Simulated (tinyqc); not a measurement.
Stoner model of a band ferromagnet: sweeps and comparisons. A value that a table varies takes the place of the one given here.

Density of states per atom and spin: flat with a rise to the top, D(e) = (M/W) [1 - sp + 4 sp (e/W + 1/2)^3]. Levels e -/+ I m/2 for up and down spin, m = n_up - n_down, n_up + n_down = nd. At zero temperature e(N) is the energy below which N states lie, and E(m) = sum over spins of integral e D de - I m^2/4.

Constants: kB = 8.617333262e-05 eV/K.

Inputs chosen for the exercise: W = 4.9 eV (band width, e from -W/2 to W/2); M = 5 (states per atom and spin); nd = 8.03 (electrons per atom); sp = 0.44 (shape parameter); I = 0.83 eV (Stoner parameter).

## Moment against temperature

Fermi-Dirac occupations on 600 equal energy intervals; m is iterated from saturation until it changes by less than 1e-7 or for 400 rounds; the paramagnet is unstable while I times the mean of D weighted by -df/de exceeds 1.

Results:

| T/Tc | T (K) | m (muB) | I D(T) of the paramagnet |
|---|---|---|---|
| 0.10 | 510 | 1.970 | 1.581 |
| 0.30 | 1531 | 1.962 | 1.527 |
| 0.50 | 2551 | 1.878 | 1.370 |
| 0.65 | 3316 | 1.713 | 1.244 |
| 0.80 | 4081 | 1.400 | 1.129 |
| 0.90 | 4592 | 1.039 | 1.061 |
| 0.95 | 4847 | 0.752 | 1.030 |
| 1.10 | 5612 | 0.000 | 0.944 |

Tc (from I D(T) = 1) = 5.10e+03 K

kB Tc = 0.440 eV, 0.27 of the exchange splitting at zero temperature. m keeps 0.95 of its first value at half Tc and 0.53 at 0.9 Tc. The model knows only Stoner excitations; spin waves and local moments bring the ordering temperature below the Stoner value.

## Moment against the Stoner parameter

Lowest state for each I.

Results:

| I (eV) | I D(EF) | m (muB) | E - E(0) (meV) |
|---|---|---|---|
| 0.32 | 0.610 | 0.000 | 0.0 |
| 0.42 | 0.800 | 0.000 | 0.0 |
| 0.48 | 0.914 | 0.000 | 0.0 |
| 0.53 | 1.010 | 1.347 | -1.2 |
| 0.58 | 1.105 | 1.970 | -48.1 |
| 0.66 | 1.257 | 1.970 | -125.8 |
| 0.79 | 1.505 | 1.970 | -251.9 |
| 0.95 | 1.810 | 1.970 | -407.1 |

A moment first appears at I = 0.53 eV of those listed, where I D(EF) = 1.010, and it is at once 1.35, most of the saturated value: the onset is steep or abrupt. It is saturated at 1.970 from I = 0.58 eV on.

## Moment against band filling

Rigid band, I fixed: a Slater-Pauling curve.

Results:

| nd | I D(EF) | m (muB) | m_max |
|---|---|---|---|
| 3.0 | 0.650 | 0.000 | 3.0 |
| 4.0 | 0.808 | 0.000 | 4.0 |
| 5.0 | 0.990 | 0.000 | 5.0 |
| 6.0 | 1.182 | 4.000 | 4.0 |
| 6.5 | 1.280 | 3.500 | 3.5 |
| 7.0 | 1.379 | 3.000 | 3.0 |
| 7.5 | 1.477 | 2.500 | 2.5 |
| 8.0 | 1.575 | 2.000 | 2.0 |
| 8.5 | 1.673 | 1.500 | 1.5 |
| 9.0 | 1.771 | 1.000 | 1.0 |
| 9.5 | 1.868 | 0.500 | 0.5 |

Magnetic fillings among those listed: 6.0, 6.5, 7.0, 7.5, 8.0, 8.5, 9.0 and 9.5; the largest moment is 4.00 at nd = 6. At 6.0, 6.5, 7.0, 7.5, 8.0, 8.5, 9.0 and 9.5 the moment is saturated and follows m_max, changing by one per electron.

## What moves the moment

Lowest state for each case. Each row changes one parameter from the base and keeps the others.

Results:

| case | I D(EF) | m (muB) | E - E(0) (meV) |
|---|---|---|---|
| base | 1.581 | 1.970 | -290.7 |
| W = 4.508 eV | 1.719 | 1.970 | -331.9 |
| I = 0.896 eV | 1.707 | 1.970 | -354.7 |
| nd = 7.73 | 1.522 | 2.270 | -356.3 |
| sp = 0.54 | 1.799 | 1.970 | -353.0 |

The largest shifts from the base row, up to three for each result and ties (the steps differ in size, so this ranks the rows, not the parameters). I D(EF): sp +0.218, W +0.137, I +0.126. m (muB): nd +0.300; unchanged at the printed digits by W, I and sp. E - E(0) (meV): nd -65.6, I -64.0, sp -62.3.

Computed by tinyqc, a small Python program: `OMP_NUM_THREADS=1 python tinyqc.py 1650546 1650547 out.jsonl` (the numbers bound the seed that draws the inputs); one thread of a shared host (Intel(R) Xeon(R) Processor @ 2.30GHz), about 0.2 s for the whole set of steps.
